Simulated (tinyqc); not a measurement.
# Reflectance at normal incidence against thickness

Normal incidence on air, film (n1) and substrate (N2 = n2 - i k2): r01 = (1 - n1)/(1 + n1), r12 = (n1 - N2)/(n1 + N2), amplitude (r01 + r12 X)/(1 + r01 r12 X), X = exp(-4 pi i n1 d/lam), R its squared modulus, phase from 0 to 360 degrees.

Values chosen for this exercise:

| symbol | value | unit | meaning |
|---|---|---|---|
| lam | 546.1 | nm | wavelength |
| n1 | 1.656 |  | index of the transparent film |
| n2 | 4.086 |  | index of the substrate |
| k2 | 0.031 |  | extinction coefficient of the substrate |

Reflectance at normal incidence against thickness:
```
d (nm),R (%),phase of the reflected amplitude (degrees)
0,36.819,179.77
20,33.614,155.75
40,24.365,127.87
60,11.667,88.874
80,3.9654,12.291
100,9.0919,283.33
120,21.615,239.50
140,32.032,210.02
160,36.646,185.51
```

R goes from 36.8 through a minimum of 3.97 (at d = 80 nm among the rows listed) to 36.6 %. At a quarter wave, d = 82.4 nm, R = 3.87 %; for a transparent substrate it would vanish for n1 = sqrt(n2) = 2.02.

Program tinyqc, `OMP_NUM_THREADS=1 python tinyqc.py 2870102 2870103 out.jsonl`; Intel Xeon 2.30GHz, shared host, one thread, about 0.01 s.
